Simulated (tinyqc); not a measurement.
Worked calculation: localisation in a chain with random site energies (transfer matrices). Values are carried at full precision from step to step, so a last printed digit may differ when a step is redone from the rounded ones.

Hopping -t; leads with site energy 0, E = -2t cos(ka). psi_(j+1) = ((e_j - E)/t) psi_j - psi_(j-1), a product of matrices M_j = [[(e_j - E)/t, -1], [1, 0]]. For M = M_N ... M_1 the transmission is T = 4 sin^2(ka)/|M21 - M12 + M22 exp(ika) - M11 exp(-ika)|^2. Long samples draw e_j = W (x_j/2147483647 - 1/2) from x_j = 16807 x_(j-1) mod 2147483647, starting at x0. The localisation length xi, in sites, is defined by ln T = -2N/xi on average; weak disorder gives xi = 24 (4t^2 - E^2)/W^2, and the mean free path for backscattering is xi/2.

Inputs chosen for the exercise:
- t = 1.72 eV (hopping)
- E = -0.73 eV (energy)
- e = (-1.35, -1.71, 1.73, -0.61, -0.76, 1.32, -0.31) eV (site energies of the short sample)
- W = 4.51 eV (full width of the disorder)
- a = 2.9 angstrom (spacing)

## The product of transfer matrices

Multiply site by site and give T for each length.

Running product:
```
j  (e_j - E)/t      M11      M12      M21      M22       T
1      -0.3605  -0.3605  -1.0000   1.0000   0.0000  0.8611
2      -0.5698  -0.7946   0.5698  -0.3605  -1.0000  0.9493
3       1.4302  -0.7760   1.8149  -0.7946   0.5698  0.7020
4       0.0698   0.7405  -0.4431  -0.7760   1.8149  0.6115
5      -0.0174   0.7631  -1.8072   0.7405  -0.4431  0.7141
6       1.1919   0.1690  -1.7107   0.7631  -1.8072  0.5631
7       0.2442  -0.7218   1.3894   0.1690  -1.7107  0.4963
```

T is 0.4963 for the whole sample and does not fall steadily (it rises at j = 2 and 5): reflected waves interfere. The determinant of M stays 1.

## The same sites added without interference

One site alone reflects R_j = e_j^2/(e_j^2 + 4t^2 - E^2); incoherent addition sums R/(1 - R), and T = 1/(1 + sum).

R_j: [0.1389, 0.2056, 0.2094, 0.0319, 0.0486, 0.1336, 0.0084]

sum of R/(1 - R) = 0.9316
T without interference = 0.5177

The coherent product gives 0.4963 for this sample.

## Weak-disorder lengths

Form ka, xi, xi a and the mean free path xi a/2.

ka = 1.3570 rad
xi = 13.33 sites

lengths (nm): localisation 3.867, mean free path 1.933

The formula needs xi well above one site.

## Checks

- T from the product against the Green function: both 0.49631.

Run: tinyqc, `OMP_NUM_THREADS=1 python tinyqc.py 1451373 1451374 out.jsonl`; Intel(R) Xeon(R) Processor @ 2.30GHz, one thread, shared host; about 0.05 s of CPU time with all checks.
